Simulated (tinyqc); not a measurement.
Crystallisation kinetics and data retention of a phase-change cell: one step of the calculation.

Johnson-Mehl-Avrami-Kolmogorov law X = 1 - exp(-y^n), y = integral of k dt, k = (1/100 s) exp[-(Ec q/kB)(1/T - 1/T1)].

Question. Retention. At fixed T the state fails at t = (-ln(1 - Xf))^(1/n)/k; ten years are 3.15576e8 s.

Inputs (values chosen for the exercise); values of the order of Ge-Sb-Te and related chalcogenides: activation energy of crystallisation Ec = 3.19 eV; temperature at which the rate k is 1/(100 s) T1 = 423 K; Avrami exponent n = 3; crystalline share at which the state is lost Xf = 0.5; storage temperature T = 351 K.

Constants: q = 1.602176634e-19 C, kB = 1.380649e-23 J/K. Results are converted to the units shown.

Find: k; y at failure; time to fail; the same in years; temperature for ten years.

Answer.

k = 1.599e-10 1/s
y at failure = 0.8850
time to fail = 5.536e9 s
the same in years = 175.4
temperature for ten years = 360.8 K

The cell meets ten years at 351 K.

Range of the model: One Arrhenius rate is assumed; incubation, growth from the boundary and the non-Arrhenius kinetics of the supercooled liquid are left out.

tinyqc, about 0.04 s, one thread, Intel Xeon 2.30GHz (shared host): `OMP_NUM_THREADS=1 python tinyqc.py 2490032 2490033 out.jsonl`
